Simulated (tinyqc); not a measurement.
Growth mode over temperature: epitaxial growth on a vicinal surface: Burton-Cabrera-Frank step flow, step-edge barrier and island nucleation. Computed by tinyqc, a small Python program. Command: `OMP_NUM_THREADS=1 python tinyqc.py 3017346 3017347 out.jsonl stepflow walk`. One thread of a shared host (Intel(R) Xeon(R) Processor @ 2.30GHz), about 0.01 s of CPU time with the checks.

Adatoms land at rate F, hop on a square grid (a simplification for hexagonal faces), desorb, or join steps. Lengths are in units of a and n is the adatom coverage. Steps ascend at x = 0 and descend at x = l.

Inputs (values chosen for the exercise, close to those used for 4H-SiC(0001)):

| quantity | value | unit |
|---|---|---|
| site spacing a | 3.08 | angstrom |
| step height h | 2.52 | angstrom |
| diffusion barrier E_d | 1.68 | eV |
| desorption energy E_a | 3.79 | eV |
| adatom formation energy E_f | 1.52 | eV |
| step-edge barrier E_s | 0 | eV |
| attempt frequency nu | 10 | THz |
| deposition rate F | 4.4 | layers/s |
| miscut angle | 4 | degrees |
| temperature T | 1570 | C |
| critical nucleus size i | 2 | - |
| binding energy of the critical nucleus E_i | 0.53 | eV |

Constants: k_B = 8.617333262e-05 eV/K.

Method:
- D = nu exp(-E_d/(k_B T)) (a^2/s, nu counted per direction); tau = exp(E_a/(k_B T))/nu; x_s = sqrt(D tau); n_eq = exp(-E_f/(k_B T)); terrace width l = h/(a tan(miscut)); Schwoebel length l_s = exp(E_s/(k_B T)) - 1.
- D n'' - n/tau + F = 0 with n(0) = n_eq and -l_s n'(l) = n(l) - n_eq. With u = n - F tau, A = n_eq - F tau, y = l/x_s, s = l_s/x_s: u = A cosh(x/x_s) + B sinh(x/x_s), B = A (1 - cosh y - s sinh y)/(sinh y + s cosh y). Flux into the ascending step J+ = D B/x_s, over the descending one J- = -(D/x_s)(A sinh y + B cosh y); step velocity J+ + J-; growth rate (J+ + J-)/l. For small y: J+ + J- = (F - n_eq/tau) l, J-/J+ = l/(l + 2 l_s).
- Island density on a flat surface without desorption: N = 0.25 (F/D)^(i/(i+2)) exp(E_i/((i+2) k_B T)) per site, with E_i = 0 for i = 1; spacing l_n = N^(-1/2). Step flow needs an effective width l_eff = 2 x(peak) below l_n.
- Temperatures in kelvin are T(C) + 273.15.
- x(peak) solves tanh(x/x_s) = -B/A. Rows where evaporation outweighs deposition are left out.

Scales:

| T (C) | x_s (a) | l_s (a) | incorporated share | l_n (a) | l_eff/l_n |
|---|---|---|---|---|---|
| 1370 | 1721.2 | 0 | 0.99988 | 79.21 | 0.14772 |
| 1420 | 1381.3 | 0 | 0.99964 | 87.66 | 0.13347 |
| 1470 | 1122.5 | 0 | 0.99898 | 96.46 | 0.12131 |
| 1520 | 922.9 | 0 | 0.99728 | 105.57 | 0.11084 |
| 1570 | 766.9 | 0 | 0.99311 | 114.97 | 0.10177 |
| 1620 | 643.5 | 0 | 0.98335 | 124.66 | 0.09386 |
| 1670 | 544.8 | 0 | 0.96155 | 134.59 | 0.08693 |
| 1720 | 465.2 | 0 | 0.91485 | 144.76 | 0.08083 |
| 1770 | 400.3 | 0 | 0.81859 | 155.15 | 0.07542 |

The ratio stays below 1: step flow in every row. Incorporation goes from 100.0 % to 81.9 %.

Extremes, crossings and ranges named in words are read from the listed rows.
